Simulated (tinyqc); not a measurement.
Stretching all distances: RHF, UHF, MP2, CISD and CCSD against full CI in the sto-3g basis, for BeH2, spin multiplicity 1. Computed by the program tinyqc with PySCF. 

Geometry (angstrom):
```
atom,x,y,z
Be,0.0000,0.0000,0.0000
H,0.0000,1.2740,0.0550
H,0.0000,-1.2740,0.0550
```

All coordinates are multiplied by the scale. c0^2 is the weight of the RHF determinant in the lowest singlet FCI state (UHF is spin-contaminated and may lie near states of higher spin) and n(LUMO) the first natural occupation beyond the occupied space.

Full CI energy (hartree) and errors against it (kcal/mol):
```
scale,distance 1-2 (angstrom),E(FCI),RHF,UHF,MP2,CISD,CCSD,<S^2> UHF,c0^2,n(LUMO)
0.900,1.148,-15.56915,18.051,18.051,5.613,0.324,0.188,0.000,0.980,0.019
1.090,1.390,-15.59150,23.721,23.721,8.195,0.561,0.283,0.000,0.968,0.033
1.280,1.632,-15.54655,33.250,33.250,12.824,1.197,0.538,0.000,0.945,0.064
1.470,1.875,-15.48043,47.683,47.621,20.274,2.750,1.169,0.067,0.900,0.125
1.660,2.117,-15.41634,68.489,47.597,31.620,6.191,2.626,0.908,0.816,0.245
1.850,2.359,-15.36856,97.473,36.121,48.212,12.261,4.746,1.208,0.664,0.472
2.040,2.601,-15.34460,135.022,29.489,69.550,17.454,4.144,1.287,0.458,0.756
```

UHF parts from RHF first at scale 1.47 of those listed, where <S^2> leaves zero. The weight c0^2 goes from 0.98 to 0.46 and n(LUMO) from 0.02 to 0.76: static correlation grows as the bonds break into open-shell fragments. The spread of the error along the curve, which distorts its shape, is CCSD 4.6, CISD 17.1, UHF 29.6, MP2 63.9, RHF 117.0 kcal/mol.
